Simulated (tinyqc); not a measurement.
Electron-beam lithography: double-Gaussian proximity function, edge placement and dose correction for parallel lines: one step, computed by the program tinyqc.

Lines are infinitely long. Absorbed energy is counted so that the middle of a very large area written at dose 1 receives 1; the resist develops where it exceeds 1/2.

Problem. Dose correction. Uncorrected edge energies are M 1. Solve M d = 1/2 for the doses d that put the mean edge energy of every line at the threshold.

M:
```
,1,2,3,4
1,0.2490760,0.1349510,0.0155840,0.0010805
2,0.0018251,0.4028729,0.0281944,0.0022282
3,0.0010311,0.1378633,0.2862638,0.0031113
4,0.0008221,0.1240170,0.0359440,0.2528790
```

Give: edge energies at dose 1; corrected doses; largest over smallest dose.

Solution.

edge energies at dose 1: 1 0.4007, 2 0.4351, 3 0.4283, 4 0.4137

corrected doses: 1 1.308, 2 1.146, 3 1.177, 4 1.244

largest over smallest dose = 1.141
